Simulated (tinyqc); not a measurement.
Comparisons within one model: core-shell quantum dot (spherical envelope functions). A value that a table varies takes the place of the one given here.

Parabolic bands; strain and other valleys are left out. s states, u = r psi, hard wall at R + H, c = hbar^2/2m0, energies from the band edges of the core. Core: u = sin(k1 r)/k1, k1 = sqrt(m1 E/c). At R, psi and psi'/m are continuous, so u is continuous and its slope in the shell is s = u/R + (m2/m1)(u' - u/R). Shell: u(R + x) = u(R) cos(k2 x) + s sin(k2 x)/k2, k2 = sqrt(m2 (E - V)/c); for negative arguments the functions turn into sinh and cosh. A level has u(R + H) = 0.

Overlap = (integral of u_e u_h)^2 with normalised u. Coulomb integrals J_ab = (q/eps) double integral of u_a(r)^2 u_b(s)^2/max(r, s), q = e^2/(4 pi eps0), one eps everywhere. Exciton E = Eg + E_e + E_h - J_eh; first-order biexciton shift J_ee + J_hh - 2 J_eh (positive: repulsive).

Constants: hbar^2/2m0 = 3.80998211 eV angstrom^2; e^2/(4 pi eps0) = 14.39964547 eV angstrom; hc = 1239.841984 eV nm.

Parameters, chosen for this exercise (near those of a Ge/Si core-shell dot; shifted at random, so the results belong to these values and not to a real crystal):
- R = 37 angstrom (core radius)
- Vc = -0.05 eV (conduction edge of the shell above that of the core)
- Vv = 0.638 eV (hole barrier of the shell)
- me1 = 0.125 m0 (electron, core)
- me2 = 0.268 m0 (electron, shell)
- mh1 = 0.206 m0 (hole, core)
- mh2 = 0.415 m0 (hole, shell)
- Eg = 0.69 eV (gap of the core)
- eps = 14.5 (dielectric constant)
- Hs = (2, 7, 11, 19, 32, 46, 69) angstrom (shell thicknesses)
- H = 7 angstrom (shell thickness)

## Growing the shell

All quantities anew for each H.

Results:

| H (angstrom) | E_e (eV) | E_h (eV) | electron in core | overlap | J_eh (meV) | E (eV) | biexciton shift (meV) |
|---|---|---|---|---|---|---|---|
| 2 | 0.1747 | 0.1095 | 0.996 | 0.999 | 43.2 | 0.931 | 0.0 |
| 7 | 0.1047 | 0.0911 | 0.929 | 0.963 | 37.4 | 0.848 | 0.6 |
| 11 | 0.0731 | 0.0894 | 0.838 | 0.888 | 35.0 | 0.818 | 1.6 |
| 19 | 0.0355 | 0.0892 | 0.637 | 0.690 | 31.3 | 0.783 | 4.4 |
| 32 | 0.0029 | 0.0892 | 0.365 | 0.402 | 26.2 | 0.756 | 9.2 |
| 46 | -0.0158 | 0.0892 | 0.194 | 0.217 | 22.1 | 0.741 | 13.7 |
| 69 | -0.0310 | 0.0892 | 0.078 | 0.088 | 17.6 | 0.731 | 18.8 |

What can be read from the table?

The line moves by -200 meV: the electron gives -206, the hole -20 and the weaker attraction +26 meV. Over the last step E_e moves by -15.2 meV and E_h by 0.0 meV; the electron level lies above the shell edge Vc, so at this thickness it still spreads with the shell; whether a thicker shell brings it below Vc depends on whether the core binds a level at all. The overlap goes from 0.999 to 0.088, which scales the radiative lifetime by 11.3 if the rate is proportional to it. Up to H = 7 angstrom E_e exceeds 0.15 Eg, where a parabolic band overstates it.

## What each parameter does

All quantities anew. Each row changes one parameter from the base and keeps the others.

Results:

| case | E (eV) | overlap | electron in core | biexciton shift (meV) |
|---|---|---|---|---|
| base | 0.848 | 0.963 | 0.929 | 0.6 |
| R = 40 angstrom | 0.829 | 0.964 | 0.939 | 0.5 |
| H = 12 angstrom | 0.812 | 0.865 | 0.814 | 1.9 |
| Vc = 0.05 eV | 0.855 | 0.972 | 0.938 | 0.4 |
| Vv = 0.479 eV | 0.845 | 0.973 | 0.929 | 0.4 |
| me2 = 0.335 m0 | 0.834 | 0.941 | 0.913 | 0.9 |
| mh1 = 0.165 m0 | 0.862 | 0.979 | 0.929 | 0.3 |
| eps = 16.7 | 0.853 | 0.963 | 0.929 | 0.5 |

How do the results move?

The largest shifts from the base row, up to three for each result and ties (the steps differ in size, so this ranks the rows, not the parameters). E (eV): H -0.037, R -0.020, me2 -0.014. overlap: H -0.098, me2 -0.022, mh1 +0.016; unchanged at the printed digits by eps. electron in core: H -0.115, me2 -0.016, R +0.010; unchanged at the printed digits by Vv, mh1 and eps. biexciton shift (meV): H +1.4, me2 +0.4, mh1 -0.3.

(tinyqc, `OMP_NUM_THREADS=1 python tinyqc.py 1250865 1250866 out.jsonl`, Intel(R) Xeon(R) Processor @ 2.30GHz, 1 thread, shared host, about 0.08 s.)
